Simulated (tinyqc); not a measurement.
Smearing for a one-band metal on the simple cubic lattice: one step. Occupations and energies. Two cases, with inputs chosen for the exercise.

Task: Converge mu, then list x, f and s of each level and form the sums.

With x = (E_k - mu)/sigma: Methfessel-Paxton (first order) f = erfc(x)/2 - x exp(-x^2)/(2 sqrt(pi)), s = (1 - 2 x^2) exp(-x^2)/(4 sqrt(pi)). With weights w = points/N^d (d the dimension), mu solves 2 sum w f = ne; E = 2 sum w f E_k, S = 2 sum w s, F = E - sigma S.

Case 1.

Values chosen: ne = 1.26 (electrons per cell); sigma = 0.366 eV (width).

Distinct levels:
```
E_k (eV)   points
-7.680000       1
-5.828166       6
-4.033626      12
-2.831834       6
-2.296381       8
-1.130000      24
0.514540       24
1.623626       12
3.175460       24
5.686381        8
```

Case 2.

Values chosen: ne = 1.57 (electrons per cell); sigma = 0.098 eV (width).

Distinct levels:
```
E_k (eV)   points
-5.880000       1
-4.900000       6
-3.920000      12
-2.940000      14
-1.960000      27
-0.980000      36
0.000000       24
0.980000       36
1.960000       27
2.940000       14
3.920000       12
4.900000        6
5.880000        1
```

Give: mu; x, f and s of each level; E; S; F; (E + F)/2.

Result:

Case 1.

mu = 0.7238 eV

x, f and s of each level:
```
E_k (eV)       x        f        s
-7.6800   -22.96   1.0000   0.0000
-5.8282   -17.90   1.0000   0.0000
-4.0336   -13.00   1.0000   0.0000
-2.8318    -9.71   1.0000   0.0000
-2.2964    -8.25   1.0000   0.0000
-1.1300    -5.07   1.0000   0.0000
0.5145     -0.57   0.9069   0.0352
1.6236      2.46  -0.0014  -0.0037
3.1755      6.70   0.0000   0.0000
5.6864     13.56   0.0000   0.0000
```

E = -2.2778 eV
S = 0.0128
F = -2.2825 eV
(E + F)/2 = -2.2801 eV

Levels with f between 0.001 and 0.999: 1. f leaves the range 0 to 1: it runs from -0.0014 to 1.0000. For this scheme F itself has no term in sigma^2, so F is the estimate of the energy at zero width. That argument needs a smooth density of states, and the number of distinct levels within 2 sigma of mu is only 1, so it may fail on this mesh.

Case 2.

mu = 1.9603 eV

x, f and s of each level:
```
E_k (eV)       x       f       s
-5.8800   -80.00  1.0000  0.0000
-4.9000   -70.00  1.0000  0.0000
-3.9200   -60.00  1.0000  0.0000
-2.9400   -50.00  1.0000  0.0000
-1.9600   -40.00  1.0000  0.0000
-0.9800   -30.00  1.0000  0.0000
0.0000    -20.00  1.0000  0.0000
0.9800    -10.00  1.0000  0.0000
1.9600      0.00  0.5022  0.1410
2.9400     10.00  0.0000  0.0000
3.9200     20.00  0.0000  0.0000
4.9000     30.00  0.0000  0.0000
5.8800     40.00  0.0000  0.0000
```

E = -1.3872 eV
S = 0.0353
F = -1.3907 eV
(E + F)/2 = -1.3890 eV

Levels with f between 0.001 and 0.999: 1. For this scheme F itself has no term in sigma^2, so F is the estimate of the energy at zero width. That argument needs a smooth density of states, and the number of distinct levels within 2 sigma of mu is only 1, so it may fail on this mesh.

Computed by tinyqc, one run a case: `OMP_NUM_THREADS=1 python tinyqc.py N N+1 out.jsonl` with N = 1681479, 1682256; one thread of a shared Intel(R) Xeon(R) Processor @ 2.30GHz, about 0.3 s a run at most.
